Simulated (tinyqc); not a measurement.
Inside a calculation: free-carrier optics of a doped semiconductor (Drude model with one polar phonon). Values are carried at full precision from step to step, so a last printed digit may differ when a step is redone from the rounded ones.

eps(E) = ei [1 - Ep^2/(E^2 + i E Gam)] + (es - ei) wT^2/(wT^2 - E^2 - i E gT), with Ep^2 = 8 pi c (e^2/(4 pi eps0)) N/(m ei), c = hbar^2/2m0, N in 1/angstrom^3 (1e-24 per 1/cm^3); Gam = hbar/tau, tau = mu m m0/e with m0/e = 5.685630e-12 kg/C and mu in m^2/(V s). Energies in meV.

Constants: hbar^2/2m0 = 3.80998211 eV angstrom^2; e^2/(4 pi eps0) = 14.39964547 eV angstrom; hbar = 6.58211957e-16 eV s; hbar c = 1973.269805 eV angstrom.

Values chosen for the exercise (mass and dielectric values near those of SiC; N and mu are free inputs; interband absorption and the rise of the mass with filling are left out; shifted at random, so the results belong to these values and not to a real crystal): N = 4.6e+17 1/cm^3 (carrier density); m = 0.423 m0 (conductivity mass); mu = 50 cm^2/(V s) (mobility); ei = 6.32 (high-frequency dielectric constant); wT = 100.6 meV (TO phonon); es = 9.38 (static dielectric constant); gT = 0.6 meV (phonon damping); E = 37.2 meV (photon energy).

## Plasma energy and damping

Evaluate Ep, tau, Gam, the plasma wavelength hc/Ep (hc = 1239.841984 eV nm) and the dc resistivity 1/(e N mu), e = 1.602176634e-19 C.

Ep = 15.40 meV
tau = 12.03 fs
Gam = 54.74 meV
plasma wavelength = 80.49 micrometre
rho = 0.271 ohm cm

Ep/Gam = 0.28: the free-carrier part of eps1 has no zero, and the plasma mode is overdamped (Ep/Gam below 1/2).

## Dielectric function at one energy

Insert the numbers.

free-carrier term = -0.3423+0.5037i
eps = 9.5223+0.5128i

## Optical constants

n + i k = sqrt(eps1 + i eps2) with k >= 0; R = ((n - 1)^2 + k^2)/((n + 1)^2 + k^2) at normal incidence from vacuum; alpha = 2 E k/(hbar c), times 1e8 for 1/cm; loss function Im(-1/eps) = eps2/(eps1^2 + eps2^2).

Convert eps at the photon energy E (in meV) into the optical constants.

n = 3.0869
k = 0.0831
R = 0.2611
alpha = 313 1/cm

Light of this energy penetrates 1/alpha = 31.9 micrometre.

## Coupled plasmon-phonon modes

Without damping eps = 0 gives E^4 - (wL^2 + Ep^2) E^2 + Ep^2 wT^2 = 0 with wL = wT sqrt(es/ei) (Lyddane-Sachs-Teller).

wL = 122.56 meV

L-, L+ (meV): 12.61  122.88

L+ lies 0.32 meV above the larger of wL and Ep; L- lies below wT by 87.99 meV. The carrier damping, Gam = 54.7 meV, exceeds Ep here, so the plasmon-like mode is strongly broadened and mainly the phonon-like one would be seen.

## Checks

- Integral of E eps2 of the free-carrier term against (pi/2) ei Ep^2 (meV^2): both 2355.3.

Run: tinyqc, `OMP_NUM_THREADS=1 python tinyqc.py 1651912 1651913 out.jsonl`; Intel(R) Xeon(R) Processor @ 2.30GHz, one thread, shared host; about 0.01 s of CPU time with all checks.
